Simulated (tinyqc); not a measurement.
Inside a calculation: donor level screened by free carriers (Yukawa potential). Values are carried at full precision from step to step, so a last printed digit may differ when a step is redone from the rounded ones.

Screening wave number: Debye ks^2 = 4 pi q n/(eps kB T); Thomas-Fermi ks^2 = 6 pi q n/(eps EF) with EF = c (3 pi^2 n/gv)^(2/3)/m, c = hbar^2/2m0; the two are joined by 1/ks^2 = sqrt(1/ks_D^4 + 1/ks_TF^4). 1e18/cm^3 = 1e-6/angstrom^3, q = e^2/(4 pi eps0).

Constants: e^2/(4 pi eps0) = 14.39964547 eV angstrom; kB = 8.617333262e-05 eV/K; hbar^2/2m0 = 3.80998211 eV angstrom^2; Ry = 13.60569312 eV; a0 (Bohr radius) = 0.5291772105 angstrom.

Inputs chosen for the exercise (near those of a donor in Ge, with one mean mass; not measured data): m = 0.163 m0 (mass); eps = 15.8 (dielectric constant); gv = 4 (valleys); T = 400 K (temperature); n = 0.16 x 1e18/cm^3 (free-carrier density).

## Units and screening length

Give Ry* = Ry m/eps^2, a* = a0 eps/m, EF, the three values of ks, and x = ks a*.

Ry* = 8.884 meV
a* = 51.29 angstrom
EF = 2.62 meV

ks: Debye, Thomas-Fermi, joined (1/angstrom): 0.00729  0.03241  0.00729

x = 0.3738

EF/kB T = 0.08, so the Debye value, the smaller one, controls the screening.

## One-parameter trial function

Potential -(q/(eps r)) exp(-ks r), q = e^2/(4 pi eps0). In units Ry* = Ry m/eps^2 and a* = a0 eps/m the problem is [-Laplacian - 2 exp(-x r)/r] psi = E psi with x = ks a*.

For exp(-z r): E(z) = z^2 - 8 z^3/(2z + x)^2 in Ry*. Scan z = 0.5, 0.6, ..., 1.1, then minimise; first order gives -1 + 2x.

Scan (Ry*):

| z | kinetic | potential | E |
|---|---|---|---|
| 0.5 | 0.2500 | -0.5299 | -0.2799 |
| 0.6 | 0.3600 | -0.6977 | -0.3377 |
| 0.7 | 0.4900 | -0.8722 | -0.3822 |
| 0.8 | 0.6400 | -1.0514 | -0.4114 |
| 0.9 | 0.8100 | -1.2342 | -0.4242 |
| 1.0 | 1.0000 | -1.4198 | -0.4198 |
| 1.1 | 1.2100 | -1.6074 | -0.3974 |

best z = 0.925
E = -0.4248 Ry*
binding = 3.77 meV

First order in x would give -0.252 Ry*, a rigid shift by q ks/eps; it overstates the loss of binding by 0.172 Ry*.

## Converged levels

Converged values use 18 functions exp(-z r), z = 1.55^i, i = -11 to 6: S = 2/A^3, H = z_i z_j S - 2/(A + x)^2, A = z_i + z_j.

The 1s and 2s levels and the mean radius.

1s = -0.4260 Ry*
binding = 3.78 meV
<r> = 85.5 angstrom
second root = 0.0000 Ry*

The trial function misses by 0.0013 Ry*. Screening leaves 43 % of the bare binding, 0.11 kB T. 2s is no longer bound (it unbinds at x = 0.310). At this density n^(1/3) a* is past the Mott value 0.26, so real donors overlap and form no separate level.

## Checks

- 1s at x = 0.5 against the known -0.29623 Ry*: both -0.29623.
- 1s at x = 0 against -1: both -1.00000.

Program tinyqc; command `OMP_NUM_THREADS=1 python tinyqc.py 1281807 1281808 out.jsonl`; about 0.01 s on one thread of a shared Intel(R) Xeon(R) Processor @ 2.30GHz.
